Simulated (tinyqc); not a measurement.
## p-n diode, drift-diffusion by the Gummel loop with Scharfetter-Gummel fluxes: current against voltage in the dark

Abrupt junction at x = 0, p side from -Lp, n side to Ln, ohmic contacts. psi is counted from the intrinsic level; n = ni exp((psi - phin)/Vt), p = ni exp((phip - psi)/Vt). Contacts: p side psi = V - Vt ln(Na/ni), p = Na, n = ni^2/Na; n side psi = Vt ln(Nd/ni), n = Nd, p = ni^2/Nd. Constant mobilities, D = mu Vt, Boltzmann statistics, SRH recombination through a mid-gap level, U = (n p - ni^2)/(tp (n + ni) + tn (p + ni)). Current is positive from the p contact to the n contact.

ni = sqrt(Nc Nv) exp(-Eg/(2 Vt)), Eg in volts. Poisson and both continuity equations are solved self-consistently with Scharfetter-Gummel fluxes on a graded mesh of 500 nodes. J_scr is q times the integral of U between -xp and xn. Ideal diffusion current J_id = q ni^2 [Dn coth(wp/Le)/(Le Na) + Dp coth(wn/Lh)/(Lh Nd)] (exp(V/Vt) - 1), Le = sqrt(Dn tn), Lh = sqrt(Dp tp), wp = Lp - xp, wn = Ln - xn, with xp and xn from the depletion approximation (W = sqrt(2 eps0 eps_r (Vbi - V)(1/Na + 1/Nd)/q), xp = W Nd/(Na + Nd), xn = W Na/(Na + Nd), Vbi = Vt ln(Na Nd/ni^2)). Ideality factor = 0.004 V/(Vt ln[J(V + 0.004 V)/J(V)]). Here G = 0.

Values chosen for this exercise; band and dielectric values close to those of silicon: temperature T = 300 K; band gap Eg = 1.1 eV; relative permittivity eps_r = 11.6; conduction-band density of states at T Nc = 2.86e19 cm^-3; valence-band density of states at T Nv = 2.64e19 cm^-3; acceptor density of the p side Na = 1.4e17 cm^-3; donor density of the n side Nd = 4.9e17 cm^-3; electron mobility mun = 450 cm^2/(V s); hole mobility mup = 190 cm^2/(V s); SRH lifetime of electrons tn = 1e-9 s; SRH lifetime of holes tp = 6e-10 s; length of the p side Lp = 6.1 um; length of the n side Ln = 7.4 um; uniform generation rate G = 0 cm^-3 s^-1.

Constants: q = 1.602176634e-19 C, kB = 1.380649e-23 J/K, Vt = kB T/q, eps0 = 8.8541878128e-14 F/cm where lengths are in cm. Results are converted to the units shown.

Results:
columns A: V (V); B: J (A/cm^2); C: ideality factor; D: J_scr/J (%); E: J_id (A/cm^2); F: share recombining at the contacts (%); G: larger minority/doping at -xp and xn
```
A           B     C     D        E        F         G
0.17  3.01e-5  1.87  99.9  2.75e-8  5.49e-4  1.47e-11
0.24  1.27e-4  1.89  99.7  4.12e-7  0.00195  2.19e-10
0.31  5.34e-4  1.87  98.8  6.18e-6  0.00691   3.26e-9
0.39  0.00288  1.79  95.2  1.37e-4   0.0282   7.12e-8
0.46   0.0139  1.63  85.2  0.00205   0.0873   1.05e-6
0.53   0.0833  1.38  63.1   0.0307    0.217   1.56e-5
0.67     7.78  1.11  15.1     6.90    0.503   0.00316
0.74     73.4  1.46  6.32      104    0.636    0.0312
```

Estimate the missing row, V = 0.6 V.

Computed row:
columns A: V (V); B: J (A/cm^2); C: ideality factor; D: J_scr/J (%); E: J_id (A/cm^2); F: share recombining at the contacts (%); G: larger minority/doping at -xp and xn
```
A        B     C     D      E      F        G
0.6  0.704  1.17  34.8  0.460  0.382  2.28e-4
```

With this row back in the table: J rises from 3.01e-5 to 73.4 A/cm^2; the ideality factor moves up and down between 1.11 and 1.89. Recombination in the depleted layer carries over half of the current up to V = 0.53 V, where the factor is 1.38; it grows roughly as exp(V/2 Vt), so diffusion overtakes it. Where the factor is lowest (V = 0.67 V), J is 13 % above the ideal diffusion current.

tinyqc, about 0.2 s, one thread, Intel Xeon 2.30GHz (shared host): `OMP_NUM_THREADS=1 python tinyqc.py 2240006 2240007 out.jsonl`
